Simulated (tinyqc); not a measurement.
Speciation in dilute and buffered hydrofluoric acid, oxide etch rate and bath loading: one step, computed by the program tinyqc. Command: `OMP_NUM_THREADS=1 python tinyqc.py 3121314 3121315 out.jsonl hfetch walk`. One thread of a shared host (Intel(R) Xeon(R) Processor @ 2.30GHz), about 0.01 s of CPU time with the checks.

Concentrations stand for activities, NH4+ and Cl- are spectators, and water ionisation is neglected. H, F and HF2 denote the ions H+, F- and HF2-. The base temperature is 298 K.

Task: Etch rate. Rate = k_a ([HF] + 2 [H2F2]) + k_b [HF2], an empirical two-term form. Time = oxide/rate; a temperature error changes the rate by exp((E_a/k_B)(1/298 - 1/(298 + error))) - 1.

Inputs (values chosen for the exercise, of the order of those for thermal oxide at room temperature):

| quantity | value | unit |
|---|---|---|
| rate constant of neutral HF k_a | 12 | nm L/(min mol) |
| rate constant of HF2 k_b | 60 | nm L/(min mol) |
| activation energy | 0.41 | eV |
| temperature error | 2.1 | K |
| oxide removed per wafer | 2.6 | nm |

[HF] = 0.6306578 mol/L

[H2F2] = 0 mol/L

[HF2] = 0.02402013 mol/L

Constants: k_B = 8.617333262e-05 eV/K.

Give: etch rate; share of HF2 in the rate; etch time; rate change from the temperature error.

Result:

etch rate = 9.0091 nm/min

share of HF2 in the rate = 15.997 %

etch time = 17.316 s

rate change from the temperature error = 11.820 %
